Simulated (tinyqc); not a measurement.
## Mobility, diffusion coefficient and lifetime from two collectors

Problem. For an injected sheet in a field F the peak time tp at distance L obeys u^2 tp^2 + 2 D tp = L^2 with u^2 = v^2 + 4 D/tau, and the pulse area goes as exp(L (v - u)/(2 D)); v = mu F. Find u, D, mu and tau without using the Einstein relation.

Inputs (values chosen for the exercise): sweep field along the drift F = 9.4 V/cm.

distances (um): 830  1400
peak times (us): 0.931507526  1.58994827
ratio of the areas, far over near = 0.239094259

Solution. The two peak times give two linear equations for u^2 and D; the area ratio gives v - u, and u^2 - v^2 = 4 D/tau gives tau.

u = 8.655e4 cm/s
D = 209.1 cm^2/s
mu = 8090 cm^2/(V s)
tau = 4.900e-7 s

Computed by the program tinyqc: `OMP_NUM_THREADS=1 python tinyqc.py 2310020 2310021 out.jsonl`, one thread of a shared Intel Xeon 2.30GHz, about 0.01 s for the whole run.
